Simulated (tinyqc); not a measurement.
MP2 on RHF in the sto-3g basis, for Li+, spin multiplicity 1, step by step. Computed by tinyqc, a small Python program that keeps every step (integrals from PySCF). Settings: charge = 1, multiplicity = 1, basis = sto-3g, method = RHF, energy threshold = 1e-10, iteration cap = 68, orthogonalisation = symmetric, start = Wolfsberg-Helmholz matrix, DIIS depth = 6. Command: `OMP_NUM_THREADS=1 python tinyqc.py 30666 30667 out.jsonl` (the two numbers bound the seeds that draw the settings). One thread of a shared host (Intel(R) Xeon(R) Processor @ 2.60GHz), about 0.07 s of CPU time with the checks. The early iterations of the SCF are left out here.

## One-electron integrals

Geometry (angstrom):

| atom | x | y | z |
|---|---|---|---|
| Li | 0.0000 | 0.0000 | 0.0000 |

Basis sto-3g: exponents (1/bohr^2) and contraction coefficients of normalised primitives:

| element | l (shell) | exponent | coefficient |
|---|---|---|---|
| Li | s (1) | 16.1196 | 0.1543 |
| Li | s (1) | 2.9362 | 0.5353 |
| Li | s (1) | 0.7947 | 0.4446 |
| Li | s (2) | 0.6363 | -0.1000 |
| Li | s (2) | 0.1479 | 0.3995 |
| Li | s (2) | 0.0481 | 0.7001 |
| Li | p (3) | 0.6363 | 0.1559 |
| Li | p (3) | 0.1479 | 0.6077 |
| Li | p (3) | 0.0481 | 0.3920 |

Overlap, kinetic and nuclear-attraction integrals over the contracted functions; the nuclear repulsion is the sum of Za Zb / Rab.

nuclear repulsion = 0 hartree

overlap S, lower triangle:
```
         1Li 1s  1Li 2s  1Li 2px  1Li 2py  1Li 2pz
1Li 1s   1.0000
1Li 2s   0.2411  1.0000
1Li 2px  0.0000  0.0000   1.0000
1Li 2py  0.0000  0.0000   0.0000   1.0000
1Li 2pz  0.0000  0.0000   0.0000   0.0000   1.0000
```

kinetic energy T (hartree), lower triangle:
```
          1Li 1s  1Li 2s  1Li 2px  1Li 2py  1Li 2pz
1Li 1s    3.5768
1Li 2s   -0.0202  0.1022
1Li 2px   0.0000  0.0000   0.3197
1Li 2py   0.0000  0.0000   0.0000   0.3197
1Li 2pz   0.0000  0.0000   0.0000   0.0000   0.3197
```

nuclear attraction V (hartree), lower triangle:
```
          1Li 1s   1Li 2s  1Li 2px  1Li 2py  1Li 2pz
1Li 1s   -7.9829
1Li 2s   -0.9643  -1.2069
1Li 2px   0.0000   0.0000  -1.1973
1Li 2py   0.0000   0.0000   0.0000  -1.1973
1Li 2pz   0.0000   0.0000   0.0000   0.0000  -1.1973
```

core Hamiltonian H = T + V (hartree), lower triangle:
```
          1Li 1s   1Li 2s  1Li 2px  1Li 2py  1Li 2pz
1Li 1s   -4.4061
1Li 2s   -0.9846  -1.1048
1Li 2px   0.0000   0.0000  -0.8776
1Li 2py   0.0000   0.0000   0.0000  -0.8776
1Li 2pz   0.0000   0.0000   0.0000   0.0000  -0.8776
```

## Two-electron integrals

Functions are numbered as in S; the eight-fold symmetry (ij|kl) = (ji|kl) = (kl|ij) leaves the list below.

Two-electron integrals (ij|kl) in chemists' order, unique and non-zero (hartree):
```
(11|11) 1.6804   (21|11) 0.2654   (21|21) 0.0499   (22|11) 0.3977
(22|21) 0.0929   (22|22) 0.2906   (31|31) 0.0090   (32|31) 0.0138
(32|32) 0.0642   (33|11) 0.3966   (33|21) 0.0929   (33|22) 0.2905
(33|33) 0.3129   (41|41) 0.0090   (42|41) 0.0138   (42|42) 0.0642
(43|43) 0.0169   (44|11) 0.3966   (44|21) 0.0929   (44|22) 0.2905
(44|33) 0.2792   (44|44) 0.3129   (51|51) 0.0090   (52|51) 0.0138
(52|52) 0.0642   (53|53) 0.0169   (54|54) 0.0169   (55|11) 0.3966
(55|21) 0.0929   (55|22) 0.2905   (55|33) 0.2792   (55|44) 0.2792
(55|55) 0.3129
```

## Orthogonalisation

S = U s U^T; symmetric (Loewdin) form X = U s^(-1/2) U^T, so that X^T S X = 1.

eigenvalues of S: 0.7589  1.0000  1.0000  1.0000  1.2411

X, lower triangle:
```
          1Li 1s  1Li 2s  1Li 2px  1Li 2py  1Li 2pz
1Li 1s    1.0228
1Li 2s   -0.1252  1.0228
1Li 2px   0.0000  0.0000   1.0000
1Li 2py   0.0000  0.0000   0.0000   1.0000
1Li 2pz   0.0000  0.0000   0.0000   0.0000   1.0000
```

## Starting guess

The start is the generalised Wolfsberg-Helmholz matrix (K = 1.75) built on H; D = 2 C_occ C_occ^T.

D at the start, lower triangle:
```
         1Li 1s  1Li 2s  1Li 2px  1Li 2py  1Li 2pz
1Li 1s   1.9696
1Li 2s   0.0593  0.0018
1Li 2px  0.0000  0.0000   0.0000
1Li 2py  0.0000  0.0000   0.0000   0.0000
1Li 2pz  0.0000  0.0000   0.0000   0.0000   0.0000
```

## Iteration 4 (converged): orbitals

converged F (hartree), lower triangle:
```
          1Li 1s   1Li 2s  1Li 2px  1Li 2py  1Li 2pz
1Li 1s   -2.7347
1Li 2s   -0.7303  -0.3647
1Li 2px   0.0000   0.0000  -0.0945
1Li 2py   0.0000   0.0000   0.0000  -0.0945
1Li 2pz   0.0000   0.0000   0.0000   0.0000  -0.0945
```

Diagonalise F' = X^T F X, C = X C', fill 1 alpha and 1 beta electrons from the bottom; D = 2 C_occ C_occ^T. Each column has its largest component positive (the first on a tie).

F' = X^T F X (hartree), lower triangle:
```
         1        2        3        4        5
1  -2.6794
2  -0.3786  -0.2374
3   0.0000   0.0000  -0.0945
4   0.0000   0.0000   0.0000  -0.0945
5   0.0000   0.0000   0.0000   0.0000  -0.0945
```

orbital energies (hartree): MO1 -2.7368, MO2 -0.1800, MO3 -0.0945, MO4 -0.0945, MO5 -0.0945

coefficients C:
```
            MO1      MO2     MO3     MO4     MO5
1Li 1s   0.9925  -0.2769  0.0000  0.0000  0.0000
1Li 2s   0.0294   1.0300  0.0000  0.0000  0.0000
1Li 2px  0.0000   0.0000  1.0000  0.0000  0.0000
1Li 2py  0.0000   0.0000  0.0000  1.0000  0.0000
1Li 2pz  0.0000   0.0000  0.0000  0.0000  1.0000
```

D after iteration 4, lower triangle:
```
         1Li 1s  1Li 2s  1Li 2px  1Li 2py  1Li 2pz
1Li 1s   1.9701
1Li 2s   0.0584  0.0017
1Li 2px  0.0000  0.0000   0.0000
1Li 2py  0.0000  0.0000   0.0000   0.0000
1Li 2pz  0.0000  0.0000   0.0000   0.0000   0.0000
```

Within a degenerate level the vectors are fixed only up to a rotation; this is one choice.

## Convergence

Stop when the energy changes by less than 1e-10 hartree and every element of the error matrix X^T (F D S - S D F) X is below 3e-06.

Course of the cycle:

| iteration | E (hartree) | change | largest element of the error matrix |
|---|---|---|---|
| 1 | -7.135447 | - | 2.02e-03 |
| 2 | -7.135448 | -8.95e-07 | 2.45e-04 |
| 3 | -7.135448 | -1.33e-08 | 1.03e-08 |
| 4 | -7.135448 | 0.0000 | 4.46e-09 |

PySCF RHF in the same basis = -7.135448 hartree

Converged in 4 iterations.

## Populations

Mulliken: Z minus the diagonal of D S on the atom; Loewdin: the same with S^(1/2) D S^(1/2).

Charges (e):

| atom | Mulliken | Loewdin |
|---|---|---|
| 1Li | 1.0000 | 1.0000 |

## Integrals over molecular orbitals

(pq|rs) = sum C_ip C_jq C_kr C_ls (ij|kl), one index at a time.

one-electron integrals over orbitals h = C^T H C (hartree), lower triangle:
```
         1        2        3        4        5
1  -4.3987
2   0.1791  -0.9482
3   0.0000   0.0000  -0.8776
4   0.0000   0.0000   0.0000  -0.8776
5   0.0000   0.0000   0.0000   0.0000  -0.8776
```

Two-electron integrals over orbitals (pq|rs), unique and non-zero (hartree):
```
(11|11) 1.6619    (21|11) -0.1791   (21|21) 0.0297    (22|11) 0.3990
(22|21) -0.0095   (22|22) 0.2822    (31|31) 0.0097    (32|31) 0.0135
(32|32) 0.0609    (33|11) 0.3964    (33|21) -0.0060   (33|22) 0.2856
(33|33) 0.3129    (41|41) 0.0097    (42|41) 0.0135    (42|42) 0.0609
(43|43) 0.0169    (44|11) 0.3964    (44|21) -0.0060   (44|22) 0.2856
(44|33) 0.2792    (44|44) 0.3129    (51|51) 0.0097    (52|51) 0.0135
(52|52) 0.0609    (53|53) 0.0169    (54|54) 0.0169    (55|11) 0.3964
(55|21) -0.0060   (55|22) 0.2856    (55|33) 0.2792    (55|44) 0.2792
(55|55) 0.3129
```

## Second-order Moller-Plesset energy

Hartree-Fock energy = -7.135448 hartree

E2 = sum_ijab (ia|jb) [2 (ia|jb) - (ib|ja)] / (e_i + e_j - e_a - e_b) over occupied i, j and virtual a, b; the opposite-spin part is (ia|jb)^2 / denominator, the rest is same-spin, and SCS-MP2 scales them by 6/5 and 1/3.

Terms:

| i | j | a | b | (ia\|jb) | (ib\|ja) | denominator | term |
|---|---|---|---|---|---|---|---|
| 1 | 1 | 2 | 2 | 0.0297 | 0.0297 | -5.1135 | -1.72e-04 |
| 1 | 1 | 3 | 3 | 0.0097 | 0.0097 | -5.2845 | -1.78e-05 |
| 1 | 1 | 4 | 4 | 0.0097 | 0.0097 | -5.2845 | -1.78e-05 |
| 1 | 1 | 5 | 5 | 0.0097 | 0.0097 | -5.2845 | -1.78e-05 |

Pair energies (hartree; pair i-j sums ij and ji):

| pair | opposite spin | same spin |
|---|---|---|
| 1-1 | -2.26e-04 | 0.0000 |

MP2 correlation energy = -0.000226 hartree

SCS-MP2 correlation energy = -0.000271 hartree

MP2 total energy = -7.135674 hartree
